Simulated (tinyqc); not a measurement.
Strength against creep resistance: grain growth, pinning, strength and diffusional creep of a polycrystal or thin film. Computed by tinyqc, a small Python program. Command: `OMP_NUM_THREADS=1 python tinyqc.py 3014018 3014019 out.jsonl grain walk`. One thread of a shared host (Intel(R) Xeon(R) Processor @ 2.30GHz), about 0.01 s of CPU time with the checks.

One mean grain size d describes the structure.

Inputs (values chosen for the exercise, modelled on nickel): atomic volume Omega = 10.94 angstrom^3; boundary energy gamma = 0.91 J/m^2; mobility prefactor M0 = 4.1e-05 m^4/(J s); activation energy of boundary motion Q_m = 1.63 eV; anneal temperature T = 693 K; anneal time t = 16 s; initial grain size d0 = 46 nm; particle volume fraction f = 0.011; particle radius r = 24 nm; Hall-Petch slope k_y = 0.17 MPa m^0.5; lattice diffusion energy Q_l = 2.79 eV; boundary diffusion energy Q_b = 1.15 eV; lattice prefactor D0 = 2.3e-05 m^2/s; boundary prefactor delta D0b = 2.4e-15 m^3/s; applied stress sigma = 53 MPa; service temperature T_c = 841 K.

Sample: bulk.

Constants: k_B = 8.617333262e-05 eV/K; k_B = 1.380649e-23 J/K.

Method:
- M = M0 exp(-Q_m/(k_B T)). The driving pressure is 2 gamma/d. Zener pinning pressure 3 f gamma/(2 r) stops growth at d_Z = 4 r/(3 f). The limit is d_lim = d_Z.
- dd/dt = 2 M gamma (1/d - 1/d_lim) integrates to 2 M gamma t = d_lim (d0 - d) + d_lim^2 ln[(d_lim - d0)/(d_lim - d)]; without pinning d^2 = d0^2 + 4 M gamma t.
- Nabarro-Herring rate = 14 sigma Omega D_l/(k_B T d^2), D_l = D0 exp(-Q_l/(k_B T)); Coble rate = 14 pi sigma Omega delta D_b/(k_B T d^3), delta D_b = delta D0b exp(-Q_b/(k_B T)); they are equal at d_x = pi delta D_b/D_l.
- Hall-Petch term k_y/sqrt(d).

crossover size d_x = 2.20547e+06 micrometre

At T_c and sigma:
```
d (nm)  Hall-Petch term (MPa)  Nabarro-Herring (1/s)  Coble (1/s)  time to 1 % (s)
30                     981.50             3.4093e-07   2.5064e+01       3.9898e-04
100                    537.59             3.0684e-08   6.7672e-01       1.4777e-02
300                    310.38             3.4093e-09   2.5064e-02       3.9898e-01
1000                   170.00             3.0684e-10   6.7672e-04       1.4777e+01
3000                    98.15             3.4093e-11   2.5064e-05       3.9898e+02
10000                   53.76             3.0684e-12   6.7672e-07       1.4777e+04
100000                  17.00             3.0684e-14   6.7672e-10       1.4776e+07
```

What does the comparison show, and why?

From 100 micrometre to 30 nm grains the Hall-Petch term grows 58 times, while the time to 1 % strain shrinks by 10.6 decades. Coble creep rules in 7 of the seven rows (d_x is a millimetre or more). Fine grains resist slip but creep fast. The Hall-Petch value at 30 nm is at the edge of that law. Caution: T_c is above the anneal temperature, so the grains would go on growing in service.

Extremes, crossings and ranges named in words are read from the listed rows.
